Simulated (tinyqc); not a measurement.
Band bending at a free surface with one surface level, surface photovoltage and Kelvin probe: pinning by the surface states.

n-type bulk, xi = Ec - EF = Vt ln(Nc/Nd), p0 = ni^2/Nd, ni = sqrt(Nc Nv) exp(-Eg/(2 Vt)), Eg in volts. b is the upward band bending, u = b/Vt. Space charge per area, in units of q: Qc = sign(b) sqrt((2 eps0 eps_r Vt/q) [(Nd + dn)(exp(-u) - 1) + Nd u + (p0 + dn)(exp(u) - 1)]), with dn the excess density under light (flat quasi-Fermi levels; 0 in the dark). The level holds -Ns f, f = 1/(1 + exp((xi + b - Es)/Vt)). Neutrality: Qc + Qf + (charge of the states) = 0.

b solves the neutrality condition in the dark.

Parameters, values chosen for the exercise; band and dielectric values close to those of indium phosphide:
```
symbol    value   unit                                 meaning
T           300      K                             temperature
Eg         1.36     eV                                band gap
eps_r      12.5                          relative permittivity
Nc      5.71e17  cm^-3  conduction-band density of states at T
Nv      1.08e19  cm^-3     valence-band density of states at T
Nd       5.7e16  cm^-3                           donor density
Qf            0  cm^-2    fixed positive charge at the surface
Es         0.41     eV     its depth below the conduction edge
```

Constants: q = 1.602176634e-19 C, kB = 1.380649e-23 J/K, Vt = kB T/q, eps0 = 8.8541878128e-14 F/cm where lengths are in cm. Results are converted to the units shown.

Result of one run:
```
b (V)   xi + b (eV)  Qc (cm^-2)
0.2935       0.3531    4.591e11
```

Which density of an acceptor-like surface level Ns gave this result: 6.7e10, 5.1e11, 1.4e12, 1.1e13 or 8.1e13 cm^-2?

Ns = 5.1e11 cm^-2.

The whole series:
```
Ns (cm^-2)     b (V)  xi + b (eV)  Qc (cm^-2)
2.4e10      0.006403      0.06598    2.400e10
6.7e10       0.01930      0.07887    6.700e10
1.8e11       0.06489       0.1245    1.800e11
5.1e11        0.2935       0.3531    4.591e11
1.4e12        0.3643       0.4239    5.163e11
3.9e12        0.3976       0.4572    5.411e11
1.1e13        0.4260       0.4856    5.613e11
2.9e13        0.4511       0.5107    5.787e11
8.1e13        0.4772       0.5368    5.962e11
```

b rises from 0.00640 to 0.477 V. The level is over 95 % full (Qc near Ns - Qf) in the 3 rows with xi + b more than 3 Vt short of Es = 0.41 eV. Beyond that it empties, and between the last two rows b gains only 58.5 mV a decade.

Computed by the program tinyqc: `OMP_NUM_THREADS=1 python tinyqc.py 2430026 2430027 out.jsonl`, one thread of a shared Intel Xeon 2.30GHz, about 0.01 s for the whole run.
